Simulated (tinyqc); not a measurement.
One-sided p+-n junction, ionisation integral and breakdown: one step of the calculation.

A p+ layer at x < 0 and an n drift layer from x = 0. Depletion approximation, built-in voltage neglected. Local ionisation coefficients alpha_n = an exp(-(bn/E)^mx), alpha_p = ap exp(-(bp/E)^mx). Electrons move towards +x, holes towards x = 0.

Question. Ionisation integrals by the trapezoid rule. G(x) = integral from 0 to x of (alpha_n - alpha_p); I_n = integral of alpha_n exp(-G) (electrons injected at x = 0), I_p = integral of alpha_p exp(G(end) - G) (holes injected at the far edge); M = 1/(1 - I). All integrals by the trapezoid rule on the grid.

| point | x (um) | alpha_n (1/cm) | alpha_p (1/cm) |
|---|---|---|---|
| 0 | 0.0000000 | 497.43288 | 63667.654 |
| 1 | 0.3378485 | 213.59316 | 39219.950 |
| 2 | 0.6756970 | 81.728719 | 22615.319 |
| 3 | 1.0135455 | 27.171056 | 12031.160 |
| 4 | 1.3513940 | 7.5914079 | 5793.4079 |
| 5 | 1.6892425 | 1.7045263 | 2461.2393 |
| 6 | 2.0270910 | 0.28923466 | 890.56325 |
| 7 | 2.3649395 | 0.034002708 | 261.11579 |
| 8 | 2.7027880 | 0.0024390574 | 57.682007 |
| 9 | 3.0406365 | 8.7987246e-5 | 8.5935223 |
| 10 | 3.3784850 | 1.1715929e-6 | 0.72317151 |

Find: G; alpha_n exp(-G); I_n; I_p; M_n; M_p.

Answer.

| point | G | alpha_n exp(-G) (1e3 1/cm) |
|---|---|---|
| 0 | 0.000 | 0.497 |
| 1 | -1.726 | 1.200 |
| 2 | -2.766 | 1.299 |
| 3 | -3.349 | 0.774 |
| 4 | -3.650 | 0.292 |
| 5 | -3.789 | 0.075 |
| 6 | -3.845 | 0.014 |
| 7 | -3.865 | 0.002 |
| 8 | -3.870 | 0.000 |
| 9 | -3.871 | 0.000 |
| 10 | -3.871 | 0.000 |

I_n = 0.1319
I_p = 0.9450
M_n = 1.152
M_p = 18.17

tinyqc, about 0.06 s, one thread, Intel Xeon 2.30GHz (shared host): `OMP_NUM_THREADS=1 python tinyqc.py 2120024 2120025 out.jsonl`
